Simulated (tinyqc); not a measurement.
# Internal loss and injection efficiency from two cavity lengths

Question. The differential efficiency of both facets obeys 1/eta_d = (1/eta)[1 + 2 ai Lc/ln(1/(R1 R2))]. Find eta and ai.

Inputs (values chosen for the exercise): front reflectance R1 = 0.1; back reflectance R2 = 0.3.

differential efficiency at Lc = 2000 and 5000 um: 0.34303676  0.17621315

Answer. 1/eta_d is linear in Lc: the intercept is 1/eta, and slope over intercept is 2 ai/ln(1/(R1 R2)).

eta = 0.930
ai = 15.0 1/cm

tinyqc, about 0.02 s, one thread, Intel Xeon 2.30GHz (shared host): `OMP_NUM_THREADS=1 python tinyqc.py 2840118 2840119 out.jsonl`
